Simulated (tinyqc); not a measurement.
Six-band hole subbands of a thin body in a field: sweeps and comparisons. A value that a table varies takes the place of the one given here.

Basis X, Y, Z times spin, hole energies counted downwards from the unstrained edge (the hydrostatic shift is left out), c = hbar^2/2m0. For a symmetric tensor T let C(T) have C_XX = L Txx + M (Tyy + Tzz), C_XY = N Txy (cyclic), L = c (g1 + 4 g2), M = c (g1 - 2 g2), N = 6 c g3. k = q + kz n, n the unit normal, q = k1 u + k2 v with u along the channel [1-10] and v = n x u. H = C(k k^T) + (Dso/3)(1 - L.sigma) - B + e F z with (L_k)_ij = -i epsilon_kij; B is the block C built from the traceless strain with 2b, -b and sqrt(3) d in place of L, M, N. Strain: exx = eyy = (s11 + s12) sx/2, ezz = s12 sx, exy = -s44 sx/4. Hard walls at z = 0 and t; basis sin(j pi z/t), j = 1 to Nz: kz^2 = (j pi/t)^2, kz = -i D with D_jl = 4 j l/(t (j^2 - l^2)), z_jj = t/2 and z_jl = -8 t j l/(pi (j^2 - l^2))^2 for j + l odd; 1 MV/cm = 0.01 eV/angstrom.

Nz = 14. E1 is the top subband at q = 0, gap the distance to the next pair, and the masses are c q^2/(E(q) - E1) at |q| = 0.02 1/angstrom (mean of the spin pair) along the channel [1-10] and across it in the plane; a dash marks a band that does not rise.

Constants: hbar^2/2m0 = 3.80998211 eV angstrom^2.

Values chosen for the exercise (near those of a p-type Si channel; the results hold for these values, not for the real material): g1 = 4.29 (Luttinger gamma1); g2 = 0.34 (gamma2); g3 = 1.44 (gamma3); Dso = 0.043 eV (spin-orbit splitting); b = -2.11 eV (tetragonal potential); d = -4.76 eV (trigonal potential); S = (7.66, -2.13, 12.74) 1/TPa (compliances s11, s12, s44); face = 110 (surface); t = 95 angstrom (body thickness); F = 0 MV/cm (field across the body); sx = -1.5 GPa (stress along the channel [1-10], negative in compression).

## Stress along the channel

Each row has its own sx.

Results:
```
sx (GPa),E1 (meV),gap (meV),m channel,m across
-3.0,-96.1,4.4,0.113,0.277
-2.0,-60.3,4.7,0.114,0.277
-1.0,-25.2,5.5,0.117,0.278
-0.5,-8.5,6.5,0.121,0.280
0.0,6.0,9.2,0.136,0.279
0.5,9.3,14.9,0.257,0.275
1.0,1.2,27.1,0.303,0.286
```

How do the results move?

Under 2 GPa of compression the channel mass goes from 0.136 to 0.114 m0, the mass across from 0.279 to 0.277; the gap to the next subband is 5, 9 and 27 meV at -2, 0 and +1 GPa. The lightest channel mass of the table, 0.113 m0, is at -3.0 GPa.

## Surface orientation and number of bands

Three faces, six bands; and four bands, with Dso set to 1000 eV.

Results:
```
case,E1 (meV),gap (meV),m channel,m across
(001) 6 bands,-29.5,45.4,0.140,2.129
(001) 4 bands,-11.3,47.7,0.176,0.551
(110) 6 bands,-42.6,5.0,0.115,0.278
(110) 4 bands,-18.1,24.6,0.150,0.290
(111) 6 bands,-38.2,18.2,0.123,0.940
(111) 4 bands,-17.0,22.8,0.159,0.277
```

What does this show, and why?

With six bands the top subband is shallowest on (110) (-42.6 meV) and deepest on (001). Without the stress E1 would be 15.0, 6.0 and 5.9 meV, so the stress moves it by -44.5, -48.6 and -44.1 meV. The lightest channel mass is on (110) (0.115 m0). Dropping the split-off band moves E1 by 18.1, 24.4 and 21.2 meV and the gap by 2.2, 19.6 and 4.6 meV on the three faces, with Dso = 43 meV.

## What each parameter does

Six bands. Each row changes one parameter from the base and keeps the others.

Results:
```
case,E1 (meV),gap (meV),m channel (m0),m across (m0)
base,-42.6,5.0,0.115,0.278
t = 85 angstrom,-42.1,6.0,0.115,0.278
F = 0.3 MV/cm,9.4,38.5,0.114,0.277
sx = -2 GPa,-60.3,4.7,0.114,0.277
g3 = 1.34,-41.4,8.7,0.119,0.277
g2 = 0.39,-42.4,5.6,0.115,0.285
Dso = 0.065 eV,-38.9,6.1,0.117,0.278
d = -3.81 eV,-35.0,5.2,0.116,0.278
```

What can be read from the table?

The largest shifts from the base row, up to three for each result and ties (the steps differ in size, so this ranks the rows, not the parameters). E1 (meV): F +52.0, sx -17.7, d +7.5. gap (meV): F +33.5, g3 +3.7, Dso +1.1. m channel (m0): g3 +0.004, Dso +0.002, sx -0.001, d +0.001, F -0.001; unchanged at the printed digits by t and g2. m across (m0): g2 +0.008, sx -0.000, g3 -0.000, F -0.000; unchanged at the printed digits by t, Dso and d.

Run: tinyqc, `OMP_NUM_THREADS=1 python tinyqc.py 1251301 1251302 out.jsonl`; Intel(R) Xeon(R) Processor @ 2.30GHz, one thread, shared host; about 0.9 s of CPU time with all checks.
